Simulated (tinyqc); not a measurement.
Interstitial-substitutional diffusion of a fast metal impurity in a wafer (kick-out and dissociative mechanisms): one step, computed by the program tinyqc.

The metal moves as an interstitial A_i and dissolves on lattice sites either by kicking out a self-interstitial (A_i = A_s + I) or by filling a vacancy (A_i + V = A_s). With A_i at its solubility, local equilibrium and c = C_s/C_s*, self-interstitials and vacancies obey C_I/C_I* = 1/c and C_V/C_V* = c.

Question. Closed forms. Pure kick-out: the centre rises as c_m = (2/d) sqrt(pi D_K t) while c_m is small. Pure dissociative or sink-rich cases give erfc profiles with depth 2 sqrt(D_F t) or 2 sqrt(D_A t). The short time that the interstitial metal needs to fill the wafer is neglected.

Inputs (values chosen for the exercise, loosely like those of a heavy transition metal in silicon): temperature T = 800 C; wafer thickness d = 775 um; time t = 1500 s.

D_K = 1.559797e-12 cm^2/s

D_F = 3.863747e-12 cm^2/s

D_A = 6.184293e-07 cm^2/s

Give: centre value c_m, closed form; depth 2 sqrt(D_F t); depth 2 sqrt(D_A t).

Answer.

centre value c_m, closed form = 0.002212

depth 2 sqrt(D_F t) = 1.523 um

depth 2 sqrt(D_A t) = 609.1 um

Caution: the depth 2 sqrt(D_A t) exceeds half the wafer, so in a sink-rich wafer the profiles from the two faces overlap and a single erfc no longer holds.
